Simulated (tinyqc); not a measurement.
Capacitance measurement on a leaky thin oxide: effects of series resistance and leakage: two steps of the calculation.

The device is a capacitance C in parallel with a leakage conductance G, in series with Rs and Ls. An impedance meter reports either a parallel pair (Cp, Gp) from Y = 1/Z = Gp + i w Cp or a series pair (Cs, Rm) from Z = Rm + 1/(i w Cs); w = 2 pi f, dissipation D = Gp/(w |Cp|).

Parameters, values chosen for the exercise; values of the order met in thin-oxide MOS capacitors: relative permittivity of the gate insulator (close to silicon dioxide) eox = 3.9; insulator thickness tox = 1.3 nm; gate area A = 400 um^2; oxide-equivalent thickness added by the accumulation layer zc = 0.37 nm; oxide-equivalent thickness added by gate depletion zp = 0 nm; gate leakage current density, not matched to the thickness Jg = 0.95 A/cm^2; voltage for an e-fold rise of the leakage Vs = 0.23 V; series resistance Rs = 65 ohm; series inductance Ls = 0 nH; measuring frequency f = 10000 Hz.

Constants: eps0 = 8.8541878128e-14 F/cm where lengths are in cm. Results are converted to the units shown.

Task 1. True capacitance and conductance. EOT = 3.9 tox/eox; CET = EOT + zc + zp; C = 3.9 eps0 A/CET; G = Jg A/Vs.

Give: EOT; CET; C; G.

Result 1.

EOT = 1.3000 nm
CET = 1.6700 nm
C = 8.2710 pF
G = 16.522 uS

Task 2. What the meter reports. Z = Rs + i w Ls + 1/(G + i w C).

C = 8.2709778 pF
G = 16.521739 uS

Find: Z; Cp; Gp; Cs; D.

Result 2.

Z = (6.0531-0.1902i) x 1e4 ohm
Cp = 8.2532 pF
Gp = 16.504 uS
Cs = 8368.1 pF
D = 31.826

Cp is 0.21 % below C and Cs is 1010 times it; G Rs = 0.00107, w C Rs = 3.38e-5 and G/(w C) = 31.8.

tinyqc, about 0.01 s, one thread, Intel Xeon 2.30GHz (shared host): `OMP_NUM_THREADS=1 python tinyqc.py 2022110 2022111 out.jsonl`
